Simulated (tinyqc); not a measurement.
Inside a calculation: Kronig-Penney superlattice by transfer matrices. Values are carried at full precision from step to step, so a last printed digit may differ when a step is redone from the rounded ones.

Wells (width a, potential 0, mass mw) alternate with barriers (width b, height V0, mass mb); period d = a + b; c = hbar^2/2m0. The vector (psi, psi'/m) is continuous, and a layer of thickness t carries it by M = [[cos kt, (m/k) sin kt], [-(k/m) sin kt, cos kt]] with k = sqrt(m (E - V)/c); for E < V, k = i kappa gives [[cosh, (m/kappa) sinh], [(kappa/m) sinh, cosh]] of kappa t. A Bloch state obeys cos(q d) = tr(Mb Mw)/2.

Constants: hbar^2/2m0 = 3.80998211 eV angstrom^2; hbar = 6.58211957e-16 eV s.

Values chosen for the exercise (near those of a non-polar GaN superlattice with barriers of AlN; the results hold for these values, not for the real material):
```
symbol  value   unit      meaning
a       17      angstrom  well width
b       6       angstrom  barrier width
V0      1.945   eV        barrier height
mw      0.196   m0        mass in the wells
mb      0.321   m0        mass in the barriers
E       1.2911  eV        trial energy
F       20      kV/cm     field along the axis
```

## Layer matrices at one energy

Form the matrix of the well and of the barrier at E.

k in the well = 0.25772 1/angstrom
kappa in the barrier = 0.23472 1/angstrom

Mw (angstrom units):
```
          1         2
1  -0.32515  -0.71919
2    1.2434  -0.32515
```

Mb (angstrom units):
```
        1       2
1  2.1668  2.6288
2  1.4056  2.1668
```

## The matrix of one period

Multiply M = Mb Mw and take half the trace. If its size is at most 1, E lies in a miniband and q d = arccos(tr M/2); otherwise the state decays by exp(-arccosh|tr M/2|) a period.

M:
```
        1        2
1  2.5643  -2.4131
2  2.2373  -1.7154
```

tr M/2 = 0.4245
q d in a band, or the decay exponent in a gap = 1.132

E lies in a miniband; det M = 1.0000, as for any such product.

## Miniband edges

The edges are the energies where tr M/2 = +1 (q = 0) or -1 (q = pi/d); the first three minibands.

Minibands:
```
band  bottom (eV)  top (eV)  width (meV)
1          0.2713    0.3424         71.1
2          1.0835    1.4000        316.5
3          2.3393    3.2180        878.6
```

2 minibands of these lie wholly below V0. The first gap is 741.1 meV wide; the single well of width a has E1 = 0.3057 eV, inside the first miniband.

## Dispersion along the axis

Solve tr M/2 = cos(q d) inside each miniband at q d/pi = 0, 1/6, ..., 1. The cosine form is E_bottom + (W/2)(1 - cos q d) with the true width W.

Energies (eV):
```
q d/pi  band 1  cosine form  band 2
0.000   0.2713       0.2713  1.4000
0.167   0.2754       0.2761  1.3722
0.333   0.2868       0.2891  1.3041
0.500   0.3037       0.3069  1.2233
0.667   0.3221       0.3246  1.1509
0.833   0.3367       0.3377  1.1012
1.000   0.3424       0.3424  1.0835
```

The cosine form, which holds for hopping between neighbouring wells alone, misses band 1 by at most 3.2 meV, 4 % of its width.

## Mass along the axis

With f(E) = tr M/2, 1 - (q d)^2/2 = 1 + f'(E_bottom)(E - E_bottom) gives m_z = -2 c f'/d^2 (f' by a central difference of 1e-6 eV at the bottom of band 1). The cosine form gives 4 c/(W d^2), W the width of band 1 between tr M/2 = +1 and -1.

f' = -33.35 1/eV
m_z = 0.4804 m0
m_z of the cosine form = 0.4051 m0
W = 71.12 meV

The mass along the axis is 2.45 times mw.

## In a field along the axis

One-band picture: ladder spacing e F d, Bloch frequency e F d/(2 pi hbar), and extent W/(e F) of a Stark state, with W the width of band 1; 1 kV/cm = 1e-5 V/angstrom.

e F d = 4.600 meV
Bloch frequency = 1.112 THz
W/(e F d) = 15.46 periods

The state spreads over about 15 periods.

## Checks

- Bottom of band 1 from 121 plane waves (the mass step taken by inverting the matrix of m) against the transfer matrix, eV: both 0.2713.

Program tinyqc; command `OMP_NUM_THREADS=1 python tinyqc.py 1282719 1282720 out.jsonl`; about 0.07 s on one thread of a shared Intel(R) Xeon(R) Processor @ 2.30GHz.
